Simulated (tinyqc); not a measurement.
# Transfer-length model of a contact, step by step

tinyqc, about 0.01 s, one thread, Intel Xeon 2.30GHz (shared host): `OMP_NUM_THREADS=1 python tinyqc.py 2760061 2760062 out.jsonl` Printed values are rounded.

A metal contact of length d and width W on a thin layer of the same width. The metal has no resistance, the sheet resistance under it equals Rsh, and current enters the layer at the front edge x = 0.

Inputs (values chosen for the exercise): contact length d = 0.91 um; contact width W = 160 um.

## Straight-line fit

```
gap  L (um)  R_T (ohm)
1       2.1     7.7688
2       3.2     9.5098
3       4.8     12.035
4       7.3     16.014
5        11     22.238
6        16     32.121
```

Pairs of such contacts at gaps L have R_T = Rsh L/W + 2 Rc. The values of R_T were made from Rsh and rc with a random scatter of 2 % and are treated as data. Least squares: slope = sum (L - mean L)(R_T - mean R_T)/sum (L - mean L)^2, intercept = mean R_T - slope mean L. Rsh = slope W, Rc = intercept/2, and A = Rc/slope is half the distance from the origin to the zero of the line.

slope = 1.73784 ohm/um
intercept = 3.75444 ohm
Rsh = 278.054 ohm/sq
Rc = 1.87722 ohm
A = 1.08021 um

## Iteration 1: transfer length

Lt at the start = 1.08021 um

A = Lt coth(d/Lt) is solved for Lt, starting from Lt = A. Lt(new) = sqrt(Lt A tanh(d/Lt)), the geometric mean of the old value and the plain step.

Lt after iteration 1 = 0.895395 um

## Iteration 2: transfer length

As before.

Lt after iteration 2 = 0.862071 um

## Course of the iteration

Stop when Lt changes by less than 1e-9 of itself, or after 40 iterations.

Course of the iteration:
```
iteration   Lt (um)  relative change
1          0.895395            0.171
2          0.862071           0.0372
3          0.854428          8.87e-3
4          0.852589          2.15e-3
5          0.852142          5.25e-4
6          0.852032          1.28e-4
7          0.852006          3.13e-5
8          0.851999          7.63e-6
9          0.851998          1.86e-6
10         0.851997          4.55e-7
11         0.851997          1.11e-7
12         0.851997          2.71e-8
13         0.851997          6.62e-9
14         0.851997          1.62e-9
15         0.851997         3.94e-10
```

Converged in 15 iterations.

## Contact resistivity

converged Lt = 0.851997 um

rc = Rsh Lt^2. Short cuts: Rsh A^2 (long contact, Lt = A) and Rc W d (short contact, even current).

rc = 2.01839e-6 ohm cm^2
Rsh A^2 = 3.24445e-6 ohm cm^2
Rc W d = 2.73323e-6 ohm cm^2

The extracted rc is 19 % below the value 2.5e-6 ohm cm^2 that made the data. The long-contact form is 61 % above the extracted value and the short-contact form 35 % above it; both can only overstate it.
